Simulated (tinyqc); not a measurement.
What each change does: thin (001) film in sp3s* tight binding with raised dangling bonds.

Planes alternate anion (a), cation (c) along [001], a/4 apart, starting with an anion; zero in-plane momentum; levels counted from the bulk Ev, the lower root of [[Epa, Vxx], [Vxx, Epc]]; no spin-orbit coupling. Block of s, pz, s*: from an anion to the cation above, Vss/2 (s,s), Vsapc/2 (s,z), -Vscpa/2 (z,s), Vxx/2 (z,z), Vxapc/2 (s*,z), -Vpaxc/2 (z,s*); to the cation below the same with the s-z and s*-z signs reversed. Block of u = (px + py)/sqrt2 and v = (px - py)/sqrt2: to the cation above (Vxx + Vxy)/2 for u and (Vxx - Vxy)/2 for v, to the cation below the reverse. Each surface atom has two dangling sp3 hybrids; raising both by dl adds (dl/2) [[1, t], [t, 1]] to its s, pz levels (t = -1 at the bottom face, +1 at the top) and dl to the one of u, v in whose plane the missing bonds lie (v for a bottom anion or a top cation, u for a top anion).

Inputs chosen for the exercise (out of a larger set: near a published set for InAs, fitted to gaps, whose masses and valley positions are rough; not measured data):
```
symbol  value                                                                                        unit  meaning
p       (-9.553, 0.915, -2.716, 3.749, 7.38, 6.74, -5.609, 1.844, 4.488, 3.05, 5.397, 3.363, 3.906)  eV    order Esa, Epa, Esc, Epc, Exa, Exc, Vss, Vxx, Vxy, Vsapc, Vscpa, Vxapc, Vpaxc
Nw      23                                                                                                 planes in the thicker film
dp      30                                                                                           eV    value of dl for the passivated films
```

edges (eV): Gamma 0.42770, Delta 2.29854

A film of Nw planes with shift dp: highest level below mid-gap (half the lower bulk edge) and the two lowest above.

One parameter was then changed.

Results before and after:
```
case     Ev1 (eV)  Ec1 (eV)  Ec2 (eV)
base      -0.0546    0.5450    1.0227
changed   -0.0548    0.4905    0.9592
```

Which of these changes was made? (a) Nw = 25; (b) dp = 15 eV.
Answer: (b) dp = 15 eV. Of the candidates, run in turn, only this one gives the changed row.

All candidates:
```
case        Ev1 (eV)  Ec1 (eV)  Ec2 (eV)
base         -0.0546    0.5450    1.0227
Nw = 25      -0.0469    0.5346    0.9690
dp = 15 eV   -0.0548    0.4905    0.9592
```

An odd change of Nw also changes which atoms end the film, so levels need not move as thickness alone would move them; the row for dp shows how far the passivation is from converged.

Program tinyqc; command `OMP_NUM_THREADS=1 python tinyqc.py 1481152 1481153 out.jsonl`; about 0.4 s on one thread of a shared Intel(R) Xeon(R) Processor @ 2.30GHz.
